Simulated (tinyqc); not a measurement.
Worked calculation: short-period [001] superlattice in sp3s* tight binding. Values are carried at full precision from step to step, so a last printed digit may differ when a step is redone from the rounded ones.

sp3s* tight binding, nearest neighbours only: anion (a) at 0, cation (c) at a/4 (1,1,1), orbitals s, px, py, pz, s* on each; k in units of 2 pi/a. With phases e_j = exp(i (pi/2) k.n_j) for n = (1,1,1), (1,-1,-1), (-1,1,-1), (-1,-1,1): g0 = (e1+e2+e3+e4)/4, g1 = (e1+e2-e3-e4)/4, g2 = (e1-e2+e3-e4)/4, g3 = (e1-e2-e3+e4)/4. The diagonal holds the levels Esa, Epa, Exa (s*) and Esc, Epc, Exc. Anion-cation block: <sa|sc> = Vss g0; <sa|xc> = Vsapc g1; <xa|sc> = -Vscpa g1; <xa|xc> = Vxx g0; <xa|yc> = <ya|xc> = Vxy g3, <xa|zc> = <za|xc> = Vxy g2, <ya|zc> = <za|yc> = Vxy g1; <s*a|xc> = Vxapc g1; <xa|s*c> = -Vpaxc g1; y and z take g2 and g3 in place of g1; s-s* and s*-s* vanish.

Inputs chosen for the exercise (A near a published set for GaAs, B for AlAs; the results hold for these values, not for the real material):
- pA = (-8.328, 1.042, -2.65, 3.676, 8.596, 6.748, -6.466, 1.96, 5.063, 4.49, 5.774, 4.838, 4.819) eV (order Esa, Epa, Esc, Epc, Exa, Exc, Vss, Vxx, Vxy, Vsapc, Vscpa, Vxapc, Vpaxc)
- pB = (-7.51, 0.981, -1.164, 3.582, 7.463, 6.733, -6.682, 1.873, 4.291, 5.109, 5.502, 4.513, 4.989) eV (the same for B)
- dEv = 0.52 eV (valence offset: Ev(B) lies this far below Ev(A))
- n = 2 (monolayers of A)
- m = 1 (monolayers of B)

## Band line-up of the two bulk crystals

Edges on the common scale: Ev, the conduction level at Gamma, the minimum on (kx,0,0) for kx from 0.5 to 1, and the level at X.

Edges (eV):
```
crystal       Ev   Gamma  Delta minimum       X
A         0.0000  1.5752         2.0483  2.0483
B        -0.5200  2.5388         1.7460  1.7777
```

For Gamma electrons A is the well, 0.964 eV deep; for X electrons B is, 0.271 eV deep; holes sit in A.

## Shifted levels

Planes alternate anion, cation along [001], a/4 apart; at zero in-plane momentum s, pz, s* form one block. All levels of A are shifted so that its Ev (lower root of [[Epa, Vxx], [Vxx, Epc]]) is 0, and those of B so that its Ev is -dEv. A monolayer is an anion plane and the cation plane above it; an anion between unlike cations takes the mean of the two anion levels; each bond takes the couplings of its cation. Block from an anion to the cation above: U with Vss/2 (s,s), Vsapc/2 (s,z), -Vscpa/2 (z,s), Vxx/2 (z,z), Vxapc/2 (s*,z), -Vpaxc/2 (z,s*); to the cation below: the same with the s-z and s*-z signs reversed. The cell of n + m monolayers is closed with the phase exp(2 pi i q). No spin-orbit coupling. In this block 2 (n + m) levels are filled.

Parameters in the order Esa, Epa, Esc, Epc, Exa, Exc, Vss, Vxx, Vxy, Vsapc, Vscpa, Vxapc, Vpaxc. Find Ev of each set and shift the levels.

Ev before the shift (eV): A -0.0024, B 0.0013

Levels (eV):
```
plane                  s       p      s*
anion A          -8.3256  1.0444  8.5984
cation A         -2.6476  3.6784  6.7504
anion B          -8.0313  0.4597  6.9417
cation B         -1.6853  3.0607  6.2117
interface anion  -8.1784  0.7521  7.7701
```

## The matrix for n = 2, m = 1 at q = 0

Planes in the order a1, c1, a2, c2, ...; the A cations come first.

H (eV), lower triangle:
```
        sa1     za1     *a1     sc1     zc1    *c1     sa2     za2    *a2     sc2     zc2    *c2
sa1  -8.178
za1       0   0.752
*a1       0       0   7.770
sc1  -3.233  -2.887       0  -2.648
zc1   2.245   0.980   2.419       0   3.678
*c1       0  -2.409       0       0       0  6.750
sa2       0       0       0  -3.233  -2.245      0  -8.326
za2       0       0       0   2.887   0.980  2.409       0   1.044
*a2       0       0       0       0  -2.419      0       0       0  8.598
sc2       0       0       0       0       0      0  -3.233  -2.887      0  -2.648
zc2       0       0       0       0       0      0   2.245   0.980  2.419       0   3.678
*c2       0       0       0       0       0      0       0  -2.409      0       0       0  6.750
sa3       0       0       0       0       0      0       0       0      0  -3.233  -2.245      0
za3       0       0       0       0       0      0       0       0      0   2.887   0.980  2.409
*a3       0       0       0       0       0      0       0       0      0       0  -2.419      0
sc3  -3.341   2.751       0       0       0      0       0       0      0       0       0      0
zc3  -2.554   0.936  -2.256       0       0      0       0       0      0       0       0      0
*c3       0   2.494       0       0       0      0       0       0      0       0       0      0

        sa3     za3    *a3     sc3    zc3    *c3
sa3  -8.178
za3       0   0.752
*a3       0       0  7.770
sc3  -3.341  -2.751      0  -1.685
zc3   2.554   0.936  2.256       0  3.061
*c3       0  -2.494      0       0      0  6.212
```

## Levels of the small cell

Diagonalise (s, pz, s* block of a cell with n = 2, m = 1; px and py are apart). The lowest 6 levels are filled. Give the share of the cation weight of the lowest empty level that lies on the A cations, c1 and c2.

levels (eV): -12.459  -11.086  -10.898  -5.810  -5.501  -0.171  1.823  2.180  2.223  2.710  2.785  4.498  6.569  8.018  9.280  9.461  10.447  11.084

share on A cations = 0.833

The lowest empty level is number 7, at 1.823 eV.

## Checks

- Cell of two equal monolayers against the bulk levels at Gamma and X: they agree to 1e-10 or better.

Computed by tinyqc, a small Python program: `OMP_NUM_THREADS=1 python tinyqc.py 1480829 1480830 out.jsonl` (the numbers bound the seed that draws the inputs); one thread of a shared host (Intel(R) Xeon(R) Processor @ 2.30GHz), about 0.7 s for the whole set of steps.
